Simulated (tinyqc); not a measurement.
Hubbard ring of 5 sites, step by step. One step of it, computed by the program tinyqc.

Task: Mean-field iteration 2. H(up) = T + U n(down), H(down) = T + U n(up); fill the lowest levels; n(new) = n + mixing (n(out) - n); E = tr T (rho up + rho down) + U sum n_up n_down of the output.

one-body matrix (hopping and site energies) (eV):
```
           1          2          3          4          5
1   0.910000  -1.770000   0.000000   0.000000  -1.770000
2  -1.770000  -0.690000  -1.770000   0.000000   0.000000
3   0.000000  -1.770000   0.030000  -1.770000   0.000000
4   0.000000   0.000000  -1.770000  -0.340000  -1.770000
5  -1.770000   0.000000   0.000000  -1.770000   0.820000
```

U = 1.600000 eV

electrons, up and down: 2  2

mixing = 1

n(up) after iteration 1: 1 0.402674, 2 0.249354, 3 0.669797, 4 0.178644, 5 0.499531

n(down) after iteration 1: 1 0.128755, 2 0.772744, 3 0.209955, 4 0.737825, 5 0.150722

Give: levels, up; levels, down; energy; n(up) after iteration 2; n(down) after iteration 2.

Result:

levels, up (eV): -2.7877  -0.3338  -0.2707  3.4654  3.8568

levels, down (eV): -2.8992  -0.9046  0.2295  3.4104  4.0940

energy = -7.9206 eV

n(up) after iteration 2: 1 0.1893, 2 0.4829, 3 0.4572, 4 0.3007, 5 0.5698

n(down) after iteration 2: 1 0.1847, 2 0.7129, 3 0.2158, 4 0.6898, 5 0.1968
